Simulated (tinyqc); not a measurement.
Heterojunction of two tight-binding chains: one step. Transmission. Five cases, with inputs chosen for the exercise.

Task: The last site of the left chain has energy 2 t1 + U, and S1, S2 are the self-energies of the two half chains on it. G = 1/(E - 2 t1 - U - S1 - S2); T = 4 Im(S1) Im(S2) |G|^2.

Case 1.

Values chosen (out of a larger set: masses and offset of the size met at InGaAs / InAlAs; not measured data): E = 0.623 eV (electron energy); U = -0.85 eV (extra energy on the last left site).

t1 = 2.911000 eV
S1 = -2.5994999-1.3101605i eV
S2 = -2.8891218-0.3562237i eV

Case 2.

Values chosen (out of a larger set: masses and offset of the size met at Si / SiGe; not measured data): E = 0.28 eV (electron energy); U = 0 eV (extra energy on the last left site).

t1 = 0.739802 eV
S1 = -0.5998024-0.4330643i eV
S2 = -1.0222747-0.4989051i eV

Case 3.

Values chosen (out of a larger set: masses and offset of the size met at GaAs / AlGaAs; not measured data): E = 0.347 eV (electron energy); U = 0 eV (extra energy on the last left site).

t1 = 6.749543 eV
S1 = -6.5760431-1.5205227i eV
S2 = -6.7253904-0.5704885i eV

Case 4.

Values chosen (out of a larger set: masses and offset of the size met at Si / SiGe; not measured data): E = 0.28 eV (electron energy); U = 0.19 eV (extra energy on the last left site).

t1 = 2.504985 eV
S1 = -2.3649851-0.8257093i eV
S2 = -2.3330151-0.5872435i eV

Case 5.

Values chosen (out of a larger set: masses and offset of the size met at InGaAs / InP; not measured data): E = 0.311 eV (electron energy); U = 0.25 eV (extra energy on the last left site).

t1 = 3.386651 eV
S1 = -3.2311508-1.0144300i eV
S2 = -2.0451404-0.2506126i eV

Give: G; T.

Result:

Case 1.

G = 0.2796-0.4089i 1/eV
T = 0.4581

A fraction 0.5419 is reflected although the electron lies above the step.

Case 2.

G = 0.4035-0.8901i 1/eV
T = 0.8254

A fraction 0.1746 is reflected although the electron lies above the step.

Case 3.

G = 0.0340-0.4758i 1/eV
T = 0.7895

A fraction 0.2105 is reflected although the electron lies above the step.

Case 4.

G = -0.1085-0.6907i 1/eV
T = 0.9481

A fraction 0.0519 is reflected although the electron lies above the step.

Case 5.

G = -0.3921-0.3454i 1/eV
T = 0.2777

A fraction 0.7223 is reflected although the electron lies above the step.

Computed by tinyqc, one run a case: `OMP_NUM_THREADS=1 python tinyqc.py N N+1 out.jsonl` with N = 1480948, 1480953, 1481057, 1481105, 1481136; one thread of a shared Intel(R) Xeon(R) Processor @ 2.30GHz, about 0.01 s a run at most.
